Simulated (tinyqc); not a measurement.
Inside a calculation. Method: tight binding, honeycomb lattice. Computed by tinyqc, a small Python program that keeps every step. Settings: t1 = 1.86, t2 = 0.21, phi = 1.57, delta = 0, points = 6. Command: `OMP_NUM_THREADS=1 python tinyqc.py 25501 25502 out.jsonl` (the two numbers bound the seeds that draw the settings). One thread of a shared host (Intel(R) Xeon(R) Processor @ 2.60GHz), about 0.01 s of CPU time with the checks.

## Bloch Hamiltonian at k

Parameters chosen for this model:
```
parameter     value                        unit
t1         1.860000                 eV, nearest
t2         0.210000       eV, second neighbours
phi        1.570000  rad, phase of t2 (Haldane)
delta             0          eV, +/- on A and B
```

k point k (fractions of the reciprocal vectors): [-0.210000, 0.320000]

H_AB = -t1 (1 + exp(-i k.a1) + exp(-i k.a2)); H_AA = delta - 2 t2 sum cos(k.b + phi), H_BB = -delta - 2 t2 sum cos(k.b - phi), b = a1, a2 - a1, -a2.

H(k) at k (eV), order A, B:
```
[[-0.865144, -1.530614-0.118586i],
 [-1.530614+0.118586i, 0.865920]]
```

## Levels at k

Diagonalise the Hermitian matrix.

eigenvalues (eV): [-1.761993, 1.762769]

weights |c|^2 of the basis functions, order A, B:
```
[[0.745558, 0.254442],
 [0.254442, 0.745558]]
```

## Bloch Hamiltonian at K

k point K (fractions of the reciprocal vectors): [0.333333, 0.666667]

As before.

H(k) at K (eV), order A, B:
```
[[1.091693, 0.000000],
 [0.000000, -1.090690]]
```

## Levels at K

As before.

eigenvalues (eV): [-1.090690, 1.091693]

weights |c|^2 of the basis functions, order A, B:
```
[[0.000000, 1.000000],
 [1.000000, 0.000000]]
```

## Bands along a path

The same steps at evenly spaced points between the labelled ones.

Bands along the path (eV):
```
k             band 1    band 2
G          -5.581003  5.578997
G-K 0.25   -5.082673  5.081180
G-K 0.50   -3.737907  3.737573
G-K 0.75   -2.040548  2.041217
K          -1.090690  1.091693
K-M 0.25   -1.272990  1.273936
K-M 0.50   -1.570647  1.571471
K-M 0.75   -1.784808  1.785521
M          -1.859666  1.860334
M-K' 0.25  -1.784808  1.785521
M-K' 0.50  -1.570647  1.571471
M-K' 0.75  -1.272990  1.273936
K'         -1.090690  1.091693
```

With 1 band(s) filled, the highest filled level on these points lies at K and the lowest empty one at K: a gap of 2.1824 eV, direct.

## Chern number of the lower band

On a 6 x 6 mesh, the phase of the product of overlaps around each plaquette (k1 then k2); the sum over 2 pi is an integer.

plaquette phases (rad):
```
[[0.000000, -0.004860, -0.095392, -0.149306, 0.042284, 0.016416],
 [-0.004860, -0.042552, -0.143715, -0.632649, 0.000000, 0.042284],
 [-0.095392, -0.143715, -0.317904, -0.830278, -0.632649, -0.149306],
 [-0.149306, -0.632649, -0.830278, -0.317904, -0.143715, -0.095392],
 [0.042284, 0.000000, -0.632649, -0.143715, -0.042552, -0.004860],
 [0.016416, 0.042284, -0.149306, -0.095392, -0.004860, 0.000000]]
```

Chern number = -1.000000
